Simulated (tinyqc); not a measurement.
From results to parameters: Luttinger model of the valence bands. Computed by the program tinyqc.

Problem. In the four-band Luttinger model 1/m = g1 -/+ 2 g2 along [100] and g1 -/+ 2 g3 along [111]. Find g1, g2, g3 and the light hole mass along [111].

heavy and light hole masses along [100] (electron masses): 0.363636  0.077459
heavy hole mass along [111] = 0.389105 electron masses

Solution. The mean of the two inverse masses along [100] is g1 and a quarter of their difference is g2; g3 = (g1 - 1/m_hh[111])/2.

g1, g2, g3: 7.830  2.540  2.630
light hole mass along [111] = 0.076 electron masses
